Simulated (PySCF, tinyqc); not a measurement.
Orbital energy against energy difference: ionisation energy by orbital energies and by energy differences in the 6-31g basis, for Be, spin multiplicity 1. Computed by the program tinyqc with PySCF. Command: `OMP_NUM_THREADS=1 python tinyqc.py 112712 112713 out.jsonl`; one thread of a shared host (Intel(R) Xeon(R) Processor @ 2.60GHz), about 3 s.

Geometry (angstrom):
```
atom       x       y       z
Be    0.0000  0.0000  0.0000
```

CCSD(T) difference in the same basis = 9.1781 eV

IP-EOM-CCSD = 9.1811 eV

The cation is unrestricted; errors are against CCSD(T) in this basis, not against experiment.

First vertical ionisation energy (eV):
```
method     -e(HOMO)  E(cation) - E  error of -e(HOMO)  error of the difference
HF            8.199        7.92813             -0.979                   -1.250
LDA           5.328        8.94119             -3.850                   -0.237
PBE           5.377        8.94022             -3.801                   -0.238
B3LYP         6.090        9.04926             -3.088                   -0.129
PBE0          6.278        8.90938             -2.900                   -0.269
CAM-B3LYP     7.469        9.04689             -1.709                   -0.131
LC-wPBE       8.767        8.97834             -0.411                   -0.200
```

Koopmans errs by -0.98 eV and Delta-HF by -1.25 eV: relaxation, 0.27 eV, lowers the value and the missing correlation difference works against it. The PBE level is off by -3.8 eV through the wrong tail of its potential, though its energy difference is off by -0.24 eV; exact exchange deepens the level, and among the orbital energies LC-wPBE comes closest; among the differences B3LYP does. The restricted reference is unstable here: a spin-polarised solution lies 0.0006 hartree lower (PySCF), so results built on it describe a poor reference.
